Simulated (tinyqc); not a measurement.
X-ray reflectivity of a thin film on silicon: critical angles, Parratt recursion, fringes and roughness: one step, computed by the program tinyqc.

n = 1 - delta + i beta; the classical electron radius is r_e = 2.8179403e-6 nm. Layer 0 is vacuum, 1 the film, 2 the substrate.

Problem. Reflectivity at one angle. k_j = (2 pi/lambda) sqrt(sin^2 theta - 2 delta_j + 2 i beta_j); r_ij = (k_i - k_j)/(k_i + k_j) x exp(-2 k_i k_j sigma^2) (Nevot-Croce); r = (r_01 + r_12 p)/(1 + r_01 r_12 p), p = exp(2 i k_1 d); R = |r|^2.

Inputs (values chosen for the exercise, modelled on HfO2 on silicon, copper K-alpha radiation):
```
quantity                              value     unit
wavelength lambda                   0.15406       nm
film thickness d                       12.6       nm
roughness of the surface sigma_1       0.61       nm
roughness of the interface sigma_2     0.37       nm
grazing angle theta                    2.19  degrees
```

Constants:
```
layer      rho_e (1/nm^3)         delta          beta  critical angle (degrees)  q_c (1/nm)
film             2515.930  2.678121e-05  2.062153e-06                 0.4193269   0.5969667
substrate         711.402  7.572626e-06  1.741704e-07                 0.2229774   0.3174375
```

Give: k_0, k_1, k_2; 1000 r_01; 1000 r_12; p; reflectivity R; q = 4 pi sin(theta)/lambda.

Solution.

k_0, k_1, k_2 (1/nm): 1.5585  1.5296+0.0022i  1.5504+0.0002i

1000 r_01 = 1.5842-0.1284i

1000 r_12 = -3.5179+0.3550i

p = 0.62513+0.70876i

reflectivity R = 6.5102e-06

q = 4 pi sin(theta)/lambda = 3.1170 1/nm
